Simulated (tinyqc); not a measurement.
What each parameter does: six-band Luttinger-Kohn model with strain.

Six-band Luttinger-Kohn model in the basis |3/2,3/2>, |3/2,1/2>, |3/2,-1/2>, |3/2,-3/2>, |1/2,1/2>, |1/2,-1/2>, electron energies, zero at the top of the unstrained valence band. H = -[rows: (P+Q, -S, R, 0, -S/r2, r2 R); (-S*, P-Q, 0, R, -r2 Q, r32 S); (R*, 0, P-Q, S, r32 S*, r2 Q); (0, R*, S*, P+Q, -r2 R*, -S*/r2); (-S*/r2, -r2 Q, r32 S, -r2 R, P+Dso, 0); (r2 R*, r32 S*, r2 Q, -S/r2, 0, P+Dso)], r2 = sqrt(2), r32 = sqrt(3/2). Levels are twofold.

P = c g1 k^2 - av tr(e); Q = c g2 (kx^2 + ky^2 - 2 kz^2) - (b/2)(exx + eyy - 2 ezz); R = c sqrt3 [-g2 (kx^2 - ky^2) + 2i g3 kx ky] + (sqrt3/2) b (exx - eyy) - i d exy; S = 2 c sqrt3 g3 (kx - i ky) kz - d (exz - i eyz); c = hbar^2/2m0, e the strain tensor (not engineering shear).

s11 = (C11 + C12)/((C11 - C12)(C11 + 2 C12)), s12 = -C12/((C11 - C12)(C11 + 2 C12)), s44 = 1/C44; exx = s11 sxx + s12 (syy + szz) and cyclic, exy = s44 sxy/2; tension is positive. A uniaxial stress X along the unit vector n is s_ij = X n_i n_j.

Constants: hbar^2/2m0 = 3.80998211 eV angstrom^2.

Values chosen for the exercise (near those of Si; shifted at random, so the results belong to these values and not to a real crystal): Dso = 0.044 eV (spin-orbit splitting); g1 = 4.29 (Luttinger gamma1); g2 = 0.34 (gamma2); g3 = 1.44 (gamma3); av = 2.45 eV (valence hydrostatic potential); b = -2.1 eV (tetragonal shear potential); d = -4.8 eV (trigonal shear potential); C11 = 164.4 GPa; C12 = 64.4 GPa; C44 = 79.8 GPa; load = uniaxial [001] (kind of stress); X = -1.44 GPa (stress).

Edges at k = 0 under a uniaxial [001] stress X and the curvature mass of the top pair along [100] (step 0.0002 1/angstrom).

Results for these values:
```
case  top (eV)  second (eV)  third (eV)  mass (m0)
base    0.0377      -0.0423     -0.0755      0.274
```

What happens to each result for C44 = 63.84 GPa, all else kept?

Answer: top does not change at the printed digits; second does not change at the printed digits; third does not change at the printed digits; mass does not change at the printed digits.

The same for each parameter in turn:
```
case              top (eV)  second (eV)  third (eV)  mass (m0)
base                0.0377      -0.0423     -0.0755      0.274
av = 1.96 eV        0.0401      -0.0399     -0.0731      0.274
C44 = 63.84 GPa     0.0377      -0.0423     -0.0755      0.274
d = -3.84 eV        0.0377      -0.0423     -0.0755      0.274
Dso = 0.035 eV      0.0394      -0.0423     -0.0682      0.275
b = -2.52 eV        0.0493      -0.0483     -0.0810      0.275
g1 = 5.148          0.0377      -0.0423     -0.0755      0.222
C11 = 131.52 GPa    0.0647      -0.0586     -0.0908      0.276
```

The Luttinger parameters multiply k^2 and cannot move the edges; av shifts all edges alike and leaves the mass.

(tinyqc, `OMP_NUM_THREADS=1 python tinyqc.py 1081525 1081526 out.jsonl`, Intel(R) Xeon(R) Processor @ 2.30GHz, 1 thread, shared host, about 0.07 s.)
